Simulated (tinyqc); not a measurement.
Thermal, flicker and telegraph noise of a field-effect transistor. Changing the overdrive V_ov. Computed by tinyqc, a small Python program. Command: `OMP_NUM_THREADS=1 python tinyqc.py 3025924 3025925 out.jsonl noise sweep`. One thread of a shared host (Intel(R) Xeon(R) Processor @ 2.30GHz), about 0.01 s of CPU time with the checks.

Strong inversion, threshold roll-off and channel-length modulation left out; noise sources are uncorrelated and are given as one-sided spectral densities. The drain voltage is 50 mV.

Inputs (values chosen for the exercise, modelled on a high-k silicon transistor):

| quantity | value | unit |
|---|---|---|
| width W | 5.5 | micrometre |
| length L | 1300 | nm |
| electrical oxide thickness t | 7.2 | nm |
| mobility mu | 280 | cm^2/(V s) |
| oxide trap density N_t | 5.1e+15 | 1/(eV cm^3) |
| oxide barrier phi | 2.7 | eV |
| oxide mass m_ox | 0.46 | m_0 |
| Coulomb scattering coefficient alpha_sc | 27000 | V s/C |
| frequency f | 60 | Hz |
| temperature T | 200 | K |

Operating region: linear. Flicker model: number with correlated mobility.

Constants: eps_0 = 8.8541878128e-12 F/m; hbar = 1.054571817e-34 J s; m_0 = 9.1093837015e-31 kg; e = 1.602176634e-19 C; k_B = 8.617333262e-05 eV/K; k_B = 1.380649e-23 J/K.

Method:
- C_ox = 3.9 eps_0/t; I = mu C_ox (W/L) V_ov V_D; g_m = I/V_ov; g_d0 = I/V_D.
- Tunnelling length lambda = hbar/(2 sqrt(2 m_ox phi)); flat-band noise S_Vfb = e^2 k_B T lambda N_t/(W L C_ox^2 f). S_I = g_m^2 S_Vfb (1 + alpha_sc mu C_ox I/g_m)^2.
- Thermal: S_I = 4 k_B T g_d0; input-referred S_V = S_I/g_m^2; corner f_c where flicker equals thermal.
- Total input noise from 1 Hz to f_c: sqrt(S_V,thermal [f_c ln(f_c/1 Hz) + f_c - 1 Hz]).

One run for each value:

| overdrive V_ov (V) | input-referred thermal noise (nV/sqrt(Hz)) | corner frequency f_c (Hz) | flicker S_I/I^2 (1/Hz) | g_m (microsiemens) |
|---|---|---|---|---|
| 0.20 | 39.437 | 2299.1 | 1.4899e-12 | 28.407 |
| 0.25 | 44.092 | 2246.1 | 1.1644e-12 | 28.407 |
| 0.32 | 49.884 | 2253.1 | 9.1255e-13 | 28.407 |
| 0.40 | 55.772 | 2319.0 | 7.5140e-13 | 28.407 |
| 0.50 | 62.355 | 2444.9 | 6.3374e-13 | 28.407 |
| 0.63 | 69.994 | 2645.2 | 5.4417e-13 | 28.407 |
| 0.79 | 78.379 | 2920.5 | 4.7913e-13 | 28.407 |
| 1.00 | 88.184 | 3305.9 | 4.2847e-13 | 28.407 |

Describe the trends.

Over the rows, input-referred thermal noise (nV/sqrt(Hz)) rises from 39.4 to 88.2 (exponent d ln y / d ln x about 0.50 throughout); corner frequency f_c (Hz) goes from 2300 through a minimum among these rows, 2250 at 0.250, to 3310; flicker S_I/I^2 (1/Hz) falls from 1.49e-12 to 4.28e-13 (exponent d ln y / d ln x -1.1 between the first rows and -0.47 between the last).

Caution (all rows): fewer than one trap per decade of time constant is active, so one device shows telegraph steps and the 1/f law is only a mean over many devices.

Extremes, crossings and ranges named in words are read from the listed rows.
